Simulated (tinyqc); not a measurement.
Transient enhanced diffusion after implantation: plus-n interstitials, dissolving clusters and loss to the surface: one step, computed by the program tinyqc.

The implant leaves n Q interstitials in clusters at depth R_p. While clusters last they hold the free interstitials at a supersaturation S = C_I/C_I*; interstitials drain to the surface, and the part f_I of the dopant diffusion that uses interstitials speeds up in proportion to S.

Question. Duration and total effect at this temperature. The clusters last tau = n Q/J. If they dissolve fully at this T, the extra budget is (D/D* - 1) D* tau.

Inputs (values chosen for the exercise, modelled on arsenic in silicon): implant dose Q = 2.3e+13 1/cm^2; interstitials kept per ion n = 2; anneal (peak) temperature T = 1075 C.

Anneal: isothermal.

flux J = 5.383513e+15 1/(cm^2 s)

enhancement D/D* = 89.89501

equilibrium diffusivity D* = 1.340643e-14 cm^2/s

Give: duration tau; extra budget if complete.

Answer.

duration tau = 0.008545 s

extra budget if complete = 1.018e-14 cm^2
